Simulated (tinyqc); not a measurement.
Hubbard ring of 4 sites, step by step. Computed by tinyqc, a small Python program that keeps every step. Settings: hopping = 0.65, U = 11.0, mixing = 1, iteration cap = 78. Command: `OMP_NUM_THREADS=1 python tinyqc.py 30193 30194 out.jsonl` (the two numbers bound the seeds that draw the settings). One thread of a shared host (Intel(R) Xeon(R) Processor @ 2.60GHz), about 0.2 s of CPU time with the checks. Later iterations appear only in the table of the cycle.

## Mean-field iteration 1

one-body matrix (hopping and site energies) (eV), order 1, 2, 3, 4:
```
[[0.940000, -0.650000, 0.000000, -0.650000],
 [-0.650000, -0.130000, -0.650000, 0.000000],
 [0.000000, -0.650000, 0.800000, -0.650000],
 [-0.650000, 0.000000, -0.650000, 0.010000]]
```

U = 11.000000 eV

electrons, up and down: [2, 2]

mixing = 1

n(up) at the start (a guess, not normalised): [0.950000, 0.050000, 0.950000, 0.050000]

n(down) at the start (a guess): [0.050000, 0.950000, 0.050000, 0.950000]

H(up) = T + U n(down), H(down) = T + U n(up); fill the lowest levels; n(new) = n + mixing (n(out) - n); E = tr T (rho up + rho down) + U sum n_up n_down of the output.

levels, up (eV): [1.212261, 1.443112, 10.366888, 10.597739]

levels, down (eV): [0.309377, 0.516748, 11.293252, 11.500623]

energy = 1.315443 eV

n(up) after iteration 1: [0.989962, 0.010038, 0.990264, 0.009736]

n(down) after iteration 1: [0.006821, 0.993179, 0.006997, 0.993003]

## Mean-field iteration 2

As before.

levels, up (eV): [0.754008, 0.970406, 10.839594, 11.055992]

levels, down (eV): [-0.120991, 0.075935, 11.734065, 11.930991]

energy = 1.312786 eV

n(up) after iteration 2: [0.991714, 0.008286, 0.991938, 0.008062]

n(down) after iteration 2: [0.005874, 0.994126, 0.006011, 0.993989]

## Convergence

Each step fills the lowest levels of T + U n(other spin) and sets n(new) = n + mixing (n(out) - n); stop when output and input agree to 1e-8.

Course of the cycle:
```
iteration      E (eV)  largest |n(out) - n(in)|  mean |n_up - n_down|
1          1.31544345                  4.32e-02              0.983204
2          1.31278581                  1.75e-03              0.985884
3          1.31278366                  3.69e-05              0.985954
4          1.31278366                  1.28e-06              0.985956
5          1.31278366                  2.71e-08              0.985956
6          1.31278366                  9.36e-10              0.985956
```

local moments n_up - n_down: [0.985913, -0.985913, 0.985999, -0.985999]

Converged in 6 iterations. Before convergence this energy mixes input and output and is not variational, so it may rise towards its limit.

## Exact diagonalisation (36 states)

Lowest levels of the sector, and the double occupancy of the lowest state.

lowest levels (eV): [1.171211, 1.310838, 1.464124, 1.467366, 1.467390, 1.620000]

double occupancy per site = 0.009676

The mean-field solution above lies 0.1416 eV above the exact energy.

## The lowest level by Lanczos steps

From a random start vector (not printed): a_j = <q_j|H|q_j>, b_j = norm of the remainder after orthogonalising; the Ritz value is the lowest eigenvalue of the tridiagonal matrix of a and b so far.

Lanczos:
```
j    a_j (eV)  b_j (eV)  lowest Ritz value (eV)
1   10.646891  5.664041             10.64689075
2   11.000322  9.522727              5.15680948
3   16.296419  2.470681              1.42429308
4   16.843318  6.200700              1.33238619
5   17.681268  5.457335              1.31577412
6    5.560203  5.437045              1.29900845
7   17.586755  4.664072              1.22709007
8   16.123616  1.599494              1.18725154
9    8.881923  7.397485              1.18597882
10  13.673024  7.659672              1.18417217
```
